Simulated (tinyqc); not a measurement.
Tight binding, honeycomb lattice, step by step. Computed by tinyqc, a small Python program that keeps every step. Settings: t1 = 1.49, t2 = 0.16, phi = 2.77, delta = 2.32, points = 5. Command: `OMP_NUM_THREADS=1 python tinyqc.py 25949 25950 out.jsonl` (the two numbers bound the seeds that draw the settings). One thread of a shared host (Intel(R) Xeon(R) Processor @ 2.60GHz), about 0.01 s of CPU time with the checks.

## Bloch Hamiltonian at k

Parameters chosen for this model:
```
parameter     value                        unit
t1         1.490000                 eV, nearest
t2         0.160000       eV, second neighbours
phi        2.770000  rad, phase of t2 (Haldane)
delta      2.320000          eV, +/- on A and B
```

k point k (fractions of the reciprocal vectors): 0.230000  -0.150000

H_AB = -t1 (1 + exp(-i k.a1) + exp(-i k.a2)); H_AA = delta - 2 t2 sum cos(k.b + phi), H_BB = -delta - 2 t2 sum cos(k.b - phi), b = a1, a2 - a1, -a2.

H(k) at k (eV):
```
                     A                    B
A             2.445012  -2.552547+0.272816i
B  -2.552547-0.272816i            -2.454464
```

## Levels at k

Diagonalise the Hermitian matrix.

eigenvalues (eV): -3.553125  3.543674

weights |c|^2 of the basis functions:
```
     band 1    band 2
A  0.154811  0.845189
B  0.845189  0.154811
```

## Bloch Hamiltonian at K

k point K (fractions of the reciprocal vectors): 0.333333  0.666667

As before.

H(k) at K (eV):
```
          A          B
A  2.174635   0.000000
B  0.000000  -3.069116
```

## Levels at K

As before.

eigenvalues (eV): -3.069116  2.174635

weights |c|^2 of the basis functions:
```
     band 1    band 2
A  0.000000  1.000000
B  1.000000  0.000000
```

## Bands along a path

The same steps at evenly spaced points between the labelled ones.

Bands along the path (eV):
```
k             band 1    band 2
G          -4.141719  5.930679
G-K 0.20   -4.068668  5.557215
G-K 0.40   -3.849864  4.585564
G-K 0.60   -3.510436  3.396549
G-K 0.80   -3.186093  2.478139
K          -3.069116  2.174635
K-M 0.20   -3.086683  2.226318
K-M 0.40   -3.117564  2.336971
K-M 0.60   -3.133278  2.442763
K-M 0.80   -3.115418  2.493605
M          -3.055423  2.459103
M-K' 0.20  -2.952563  2.330750
M-K' 0.40  -2.813985  2.123470
M-K' 0.60  -2.658540  1.877947
M-K' 0.80  -2.523513  1.663148
K'         -2.465365  1.570884
```

With 1 band(s) filled, the highest filled level on these points lies at K' and the lowest empty one at K': a gap of 4.0362 eV, direct.

## Chern number of the lower band

On a 5 x 5 mesh, the phase of the product of overlaps around each plaquette (k1 then k2); the sum over 2 pi is an integer.

plaquette phases (rad):
```
           1          2          3          4          5
1   0.000000  -0.072788  -0.101790   0.066788   0.053156
2   0.070042  -0.013755  -0.173024  -0.115091   0.066788
3   0.086151   0.195950  -0.023260  -0.173024  -0.101790
4  -0.072921   0.158039   0.195950  -0.013755  -0.072788
5  -0.042148  -0.072921   0.086151   0.070042   0.000000
```

Chern number = 0.000000
